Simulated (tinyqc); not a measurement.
Coupling ratio and rate constant from the late transient.

Question. Long after the knee a floating-gate cell follows U = Vg - (tox/ag) B/ln(K t). Find K and ag.

Values chosen for this exercise: tunnel oxide thickness tox = 6.6 nm; control-gate voltage Vg = 11.6 V.

U at t = 0.0003 and 0.03 s (V): 2.0735080  3.5432914
B = 22.955122 V/nm

Solution. 1/(Vg - U) is linear in ln t; the ratio of the two values gives ln(K t_a), and either value gives ag.

K = 3.062e14 1/s
ag = 0.6300

Computed by the program tinyqc: `OMP_NUM_THREADS=1 python tinyqc.py 2130007 2130008 out.jsonl`, one thread of a shared Intel Xeon 2.30GHz, about 0.01 s for the whole run.
